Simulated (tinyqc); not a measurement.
Inside a calculation. Model: bottom-up copper filling of a trench by curvature-enhanced accelerator coverage. Computed by tinyqc, a small Python program that keeps every step. Command: `OMP_NUM_THREADS=1 python tinyqc.py 3008352 3008353 out.jsonl superfill walk`. One thread of a shared host (Intel(R) Xeon(R) Processor @ 2.30GHz), about 0.05 s of CPU time with the checks. Intermediate numbers are printed to about 6 digits and carried at full precision; extremes and crossings named in words are read from the listed rows.

A rectangular trench keeps vertical walls and a flat floor. An accelerator floats on the surface; where area is lost in the corners it is passed on to the floor.

Inputs (values chosen for the exercise, close to those used for damascene copper plating):
```
quantity                                           value     unit
trench width w                                       120       nm
aspect ratio h/w                                     1.6        -
exchange current of the suppressed surface i_0     0.011  mA/cm^2
exchange current of the accelerated surface i_1     0.66  mA/cm^2
transfer coefficient alpha                          0.42        -
overpotential eta                                   0.13        V
starting coverage theta_0                          0.036        -
adsorption rate k_a                              0.00035      1/s
cupric ion concentration C                          0.55    mol/l
diffusivity D                                    3.9e-06   cm^2/s
boundary layer delta                                  40       um
temperature T                                        298        K
```

Constants: e = 1.602176634e-19 C; N_A = 6.02214076e+23 1/mol; k_B = 8.617333262e-05 eV/K.

## Velocities

Kinetic current i_k = [i_0 (1 - theta) + i_1 theta] exp(alpha eta/(k_B T)), limit i_L = 2 F D C/delta, i = 1/(1/i_k + 1/i_L); velocity v = i Omega/(2F), Omega = 7.11 cm^3/mol, F = e N_A. Depletion inside the trench is ignored.

limiting current i_L = 103.481 mA/cm^2

velocity at theta = 0 = 0.0339453 nm/s

velocity at theta_0 = 0.105845 nm/s

velocity at theta = 1 = 1.93507 nm/s

ratio v(1)/v(theta_0) = 18.2821

Without acceleration the walls meet when the floor has risen by w/2, so a seam-free fill needs a mean floor-to-wall speed ratio of at least 2 h/w = 3.2.

## First rates

At the start theta_b = theta_s = theta_0 and x = w/2: d theta_b/dt = k_a (1 - theta_0) + 2 theta_0 v/x (theta_b on the floor, theta_s on the walls, x the half width). At this initial relative rate the doubling time without adsorption would be x ln2/(2 v).

rate from adsorption = 3.37400e-04 1/s

rate from area loss = 1.27014e-04 1/s

doubling time = 196.461 s

## Filling

Half width x, floor height y, depth h = aspect ratio x w. dx/dt = -v_s, dy/dt = v_b. d theta_b/dt = k_a (1 - theta_b) + [theta_s v_b + theta_b v_s]/x: the floor takes the accelerator of the wall it covers and keeps its own as it narrows. d theta_s/dt = k_a (1 - theta_s). theta_b is capped at 1. Integrate (tolerance 1e-9) until the walls meet (x = 0.02 w/2) or the floor passes the original mouth y = h. Start: x = w/2, y = 0, theta_b = theta_s = theta_0. Height filled = y/h, opening left = x/(w/2).

Course of the fill (nine evenly spaced times):
```
t (s)     x (nm)   y (nm)   theta_b   theta_s  v_b/v_s
0.000    60.0000    0.000  0.036000  0.036000  1.00000
35.544   55.8149    4.388  0.054367  0.047918  1.09904
71.088   50.7917   10.251  0.078204  0.059689  1.24038
106.631  44.9417   18.107  0.111913  0.071314  1.45687
142.175  38.2761   28.930  0.164996  0.082796  1.81630
177.719  30.8059   44.760  0.261770  0.094136  2.48728
213.263  22.5421   70.724  0.482842  0.105335  4.00809
248.806  13.4954  123.220         1  0.116396  7.29014
284.350   3.6764  192.000         1  0.127320  6.74196
```

time at the end = 284.350 s

share of the height filled from the floor = 1

opening left, as a share of w = 0.0612728

The floor escapes with 6 % of the opening left: a seam-free fill, and the enriched floor will overshoot into a bump. Caution: real profiles develop slanted corners, and accelerator is consumed; both are left out.

## The window in starting coverage

The formulas are those given above.

Outcome:
```
theta_0  v(1)/v(theta_0)  height filled  opening left  time (s)
0.001            53.8325        1.00000     0.0428869   364.333
0.003            48.4406        1.00000     0.0438651   359.186
0.010            35.8714        1.00000     0.0476177   341.675
0.020            26.1768        1.00000     0.0532993   318.127
0.050            14.4697        1.00000     0.0655825   258.824
0.100             8.3051        1.00000     0.0530712   194.461
0.200             4.5003        0.88332     0.0200000   126.673
0.400             2.3660        0.61746     0.0200000    70.674
0.800             1.2324        0.37280     0.0200000    37.391
```

The fill succeeds for theta_0 from 0.001 to 0.1 among these rows, with the widest margin at 0.05. Too much speeds the walls as well and removes the contrast.

Checks made by the program: wall coverage against its closed form (relative difference below 1e-10).
